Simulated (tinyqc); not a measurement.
Diamond against structures with more neighbours: Stillinger-Weber potential for a tetrahedral semiconductor. Computed by tinyqc, a small Python program. Command: `OMP_NUM_THREADS=1 python tinyqc.py 3006921 3006922 out.jsonl swsi walk`. One thread of a shared host (Intel(R) Xeon(R) Processor @ 2.30GHz), about 0.04 s of CPU time with the checks.

With x = r/sigma: pair term eps A (B x^-4 - 1) exp(1/(x - a)); for each pair of neighbours j, k of atom i, three-body term eps lambda exp(gamma/(x_ij - a) + gamma/(x_ik - a)) (cos theta_jik + 1/3)^2; both vanish beyond x = a. A = 7.049556277, B = 0.6022245584, a = 1.8.

Inputs (values chosen for the exercise, modelled on silicon):
```
quantity                    value      unit
energy scale eps            2.121        eV
length scale sigma          2.085  angstrom
three-body strength lambda     19         -
gamma                         1.3         -
```

Method. Each structure is relaxed in its neighbour distance d (lowest minimum for d between sigma and 1.7 sigma), with all neighbours inside the cut-off, second shells too where they fall inside.

Energies per atom (eV):
```
structure     first neighbours  d (angstrom)     pair  three-body    total  volume (angstrom^3)
diamond                      4        2.3403  -4.2420      0.0000  -4.2420               19.735
simple cubic                 6        2.5279  -5.9001      1.2869  -4.6132               16.154
bcc                          8        2.6971  -8.0241      2.6587  -5.3654               15.102
fcc                         12        2.8153  -7.9504      2.6525  -5.2980               15.778
```

The order is bcc < fcc < simple cubic < diamond, the lowest two 0.067 eV apart. Against diamond the pair energy changes by -1.66 (simple cubic), -3.78 (bcc), -3.71 (fcc) eV, while angles away from 109.47 degrees cost 1.29, 2.66, 2.65 eV; the bonds stretch to 2.82 angstrom in fcc to weaken that penalty. With lambda = 19 and gamma = 1.3 (21 and 1.2 in the original fit to silicon) the three-body term, which a larger gamma damps, does not keep diamond lowest, unlike the element itself.

Extremes, crossings and ranges named in words are read from the listed rows.
